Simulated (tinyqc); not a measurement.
What moves the results: sp3s* tight binding with spin-orbit coupling. A value that a table varies takes the place of the one given here.

sp3s* tight binding, nearest neighbours only: anion (a) at 0, cation (c) at a/4 (1,1,1), orbitals s, px, py, pz, s* on each; k in units of 2 pi/a. With phases e_j = exp(i (pi/2) k.n_j) for n = (1,1,1), (1,-1,-1), (-1,1,-1), (-1,-1,1): g0 = (e1+e2+e3+e4)/4, g1 = (e1+e2-e3-e4)/4, g2 = (e1-e2+e3-e4)/4, g3 = (e1-e2-e3+e4)/4. The diagonal holds the levels Esa, Epa, Exa (s*) and Esc, Epc, Exc. Anion-cation block: <sa|sc> = Vss g0; <sa|xc> = Vsapc g1; <xa|sc> = -Vscpa g1; <xa|xc> = Vxx g0; <xa|yc> = <ya|xc> = Vxy g3, <xa|zc> = <za|xc> = Vxy g2, <ya|zc> = <za|yc> = Vxy g1; <s*a|xc> = Vxapc g1; <xa|s*c> = -Vpaxc g1; y and z take g2 and g3 in place of g1; s-s* and s*-s* vanish.

Spin-orbit coupling acts within the p shell of each atom as (D/3) L.sigma, D = Da or Dc: it puts four states at Ep + D/3 and two at Ep - 2D/3.

Parameters, chosen for this exercise (near a published set for Si, fitted to gaps, whose masses and valley positions are rough; spin-orbit coupling, where it is added without a refit, lifts the valence top and shrinks all gaps by about a third of the splitting; the results hold for these values, not for the real material): Esa = -4.199 eV (s level of the anion); Epa = 1.718 eV (p level of the anion); Esc = -4.199 eV (s level of the cation); Epc = 1.718 eV (p level of the cation); Exa = 6.686 eV (s* level of the anion); Exc = 6.686 eV (s* level of the cation); Vss = -8.287 eV (s-s); Vxx = 1.715 eV (px-px); Vxy = 4.574 eV (px-py); Vsapc = 5.724 eV (s anion, p cation); Vscpa = 5.724 eV (s cation, p anion); Vxapc = 5.37 eV (s* anion, p cation); Vpaxc = 5.37 eV (p anion, s* cation); Da = 0.044 eV (atomic spin-orbit splitting, anion); Dc = 0.044 eV (the same, cation); eta = 2.5 (scaling exponent); D001 = 0.76 (ratio -ezz/exx).

## What the s* orbital does

The s* couplings Vxapc and Vpaxc are scaled by f; f = 0 is the plain sp3 model. Gaps from the top of the valence band at Gamma; the Delta value is the minimum on (x,0,0), 0.5 <= x <= 1.

Gaps (eV):
```
f      Gamma   Delta       L  x of the minimum
0.00  3.3860  4.0707  4.0066             0.500
0.25  3.3860  3.7826  3.8203             0.500
0.50  3.3860  3.1259  3.4012             0.558
0.75  3.3860  2.1748  2.9260             0.698
0.90  3.3860  1.5647  2.6496             0.723
1.00  3.3860  1.1576  2.4741             0.731
1.10  3.3860  0.7532  2.0748             0.736
```

What can be read from the table?

The gap at Gamma stays, since g1 to g3 vanish there. From f = 0 to 1 the s* levels lower the Delta value by 2.913 eV and L by 1.532 eV. For f = 0 and 0.25 the least value lies at x = 0.5, the end of the range: any valley further out lies above that value until s* has lowered it enough. The lowest of the three is Gamma at f = 0 and the Delta line at f = 1.

## Hydrostatic strain (sp3s* tight binding with spin-orbit coupling, strained)

Strain e moves each bond vector to d = (1 + e) d0 (no internal displacement for the diagonal strains used here) and k is given in fractions of the strained reciprocal cell, so the phases stay. Two-centre values Vss_sigma = Vss/4, Vsp_sigma = sqrt3 V/4 for each s-p and s*-p pair, Vpp_sigma = (Vxx + 2 Vxy)/4, Vpp_pi = (Vxx - Vxy)/4 are scaled by (d0/d)^eta and combined with the new direction cosines; the levels on the diagonal stay.

exx = eyy = ezz = e. Gaps as measured from the top of the valence band; the deformation potentials are (gap(0.01) - gap(-0.01))/0.06.

Gaps (eV):
```
e       Gamma   Delta       L  x of the minimum
-0.03  3.6574  1.1800  2.5323             0.718
-0.02  3.5637  1.1729  2.5206             0.723
-0.01  3.4733  1.1654  2.5086             0.727
0.00   3.3860  1.1576  2.4741             0.731
0.01   3.3017  1.1494  2.3462             0.736
0.02   3.2203  1.1409  2.2224             0.741
0.03   3.1417  1.1321  2.1025             0.745
```

gap deformation potentials (eV): Gamma -2.859, Delta -0.267, L -2.707

How do the results move?

Per unit of volume strain the gaps move by -2.86 (Gamma), -0.27 (Delta) and -2.71 eV (L). The lowest valley stays the Delta line over the range. These potentials follow from the one exponent eta, which fitted models replace by one for each integral; with it the sizes are rough, the sign for Delta can be wrong (in Si, Ge and the III-V crystals measured values are small and positive), and the pressures at which valleys cross, and which valley takes over, are rough too. A gap of zero, where one is listed, marks an s level that has sunk below the valence top.

## Biaxial strain splits the top of the valence band (sp3s* tight binding, strained)

No spin-orbit coupling; k = 0; exx = eyy = e, ezz = -D001 e. The four bonds keep equal lengths, and the sums over them give Vxx(e) for px and py and Vzz(e) for pz; each level is the lower root of [[Epa, V], [V, Epc]], and the s level the upper root of the s block. The shear potential b follows from E(x,y) - E(z) = 3 b (exx - ezz), taken as the slope between e = -0.005 and 0.005.

Couplings and levels at Gamma (eV):
```
e           ezz  Vxx(e)  Vzz(e)   E(x,y)     E(z)  E(x,y) - E(z) (meV)  upper s level
-0.020   0.0152  1.6393  1.9725   0.0787  -0.2545                333.3         4.2588
-0.010   0.0076  1.6781  1.8419   0.0399  -0.1239                163.8         4.1735
-0.005   0.0038  1.6968  1.7780   0.0212  -0.0600                 81.2         4.1308
0.005   -0.0038  1.7327  1.6529  -0.0147   0.0651                -79.8         4.0452
0.010   -0.0076  1.7500  1.5918  -0.0320   0.1262               -158.2         4.0023
0.020   -0.0152  1.7831  1.4723  -0.0651   0.2457               -310.9         3.9164
```

b = -3.049 eV

What can be read from the table?

Under tension in the plane (e > 0) the bonds tilt towards the plane, Vxx grows to 1.7500 and Vzz falls to 1.5918 eV at e = 0.01, and the pz state forms the top of the valence band, by 158.2 meV; under compression (e = -0.01) the px, py pair does, by 163.8 meV. The slope gives b = -3.05 eV, a rough value, since on-site strain terms are left out (measured values lie near -2 eV).

## What each parameter does

Gaps from the top of the valence band at Gamma; Delta is the minimum on (x,0,0), 0.5 <= x <= 1. A change on one sublattice alone makes the two atoms unequal. Each row changes one parameter from the base and keeps the others.

Results:
```
case             Ev (eV)  gap Gamma (eV)  gap Delta (eV)  gap L (eV)
base              0.0177          3.3860          1.1576      2.4741
Epa = 1.918 eV    0.1148          3.3918          1.1063      2.3819
Vpaxc = 5.67 eV   0.0177          3.3860          1.0399      2.3246
Exc = 6.986 eV    0.0177          3.3860          1.2101      2.4796
Epc = 1.418 eV   -0.1389          3.3991          1.2426      2.5589
Esc = -4.499 eV   0.0177          3.3860          1.1319      2.3706
Exa = 6.886 eV    0.0177          3.3860          1.1932      2.4792
```

How do the results move?

The largest shifts from the base row, up to three for each result and ties (the steps differ in size, so this ranks the rows, not the parameters). Ev (eV): Epc -0.1565, Epa +0.0971; unchanged at the printed digits by Vpaxc, Exc, Esc and Exa. gap Gamma (eV): Epc +0.0131, Epa +0.0058; unchanged at the printed digits by Vpaxc, Exc, Esc and Exa. gap Delta (eV): Vpaxc -0.1177, Epc +0.0851, Exc +0.0526. gap L (eV): Vpaxc -0.1495, Esc -0.1035, Epa -0.0921. Vpaxc, Exc and Exa cannot move Ev or the gap at Gamma, whose blocks do not hold them; s parameters never move Ev, and move the gap only where the lowest empty level at Gamma is s-like.

(tinyqc, `OMP_NUM_THREADS=1 python tinyqc.py 1452287 1452288 out.jsonl`, Intel(R) Xeon(R) Processor @ 2.30GHz, 1 thread, shared host, about 0.1 s.)
